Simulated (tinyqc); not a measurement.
Impurity strength from the transmission.

Problem. An infinite chain has hopping -t with t = 1 eV and site energy 0; E = -2 t cos(k) with E = 1.13 eV. One site has the energy u > 0, so T(E) = 1/[1 + u^2/(4 t^2 sin^2 k)]. Find sin^2 k and u.

T(E) = 0.35383316

Answer. sin^2 k = 1 - (E/2t)^2, and u = 2 t |sin k| sqrt(1/T(E) - 1).

sin^2 k = 0.6808
u = 2.230 eV

Computed by the program tinyqc: `OMP_NUM_THREADS=1 python tinyqc.py 2660017 2660018 out.jsonl`, one thread of a shared Intel Xeon 2.30GHz, about 0.01 s for the whole run.
